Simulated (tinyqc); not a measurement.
# Capacitance shares from swing and barrier lowering

Inverse problem. Below threshold the charge is negligible, so the band edge moves as -(aG Vg + aD Vd), aG = CG/CS, aD = CD/CS (CG, CD the capacitances of the barrier top to gate and drain, CS the total), and I goes as exp((aG Vg + aD Vd)/Vt) once Vd is well above Vt. Find aG, aD, CS and CD.

Parameters, values chosen for the exercise: temperature T = 77 K.

Constants: q = 1.602176634e-19 C, kB = 1.380649e-23 J/K, Vt = kB T/q. Results are converted to the units shown.

swing = 19.587757 mV/decade
DIBL = 66.666667 mV/V
CG = 7.0552222 pF/cm

Solution. The swing is Vt ln 10/aG and the DIBL, -dVg/dVd at fixed current, is aD/aG.

aG = 0.7800
aD = 0.05200
CS = 9.045 pF/cm
CD = 0.4703 pF/cm

Computed by the program tinyqc: `OMP_NUM_THREADS=1 python tinyqc.py 2400038 2400039 out.jsonl`, one thread of a shared Intel Xeon 2.30GHz, about 0.03 s for the whole run.
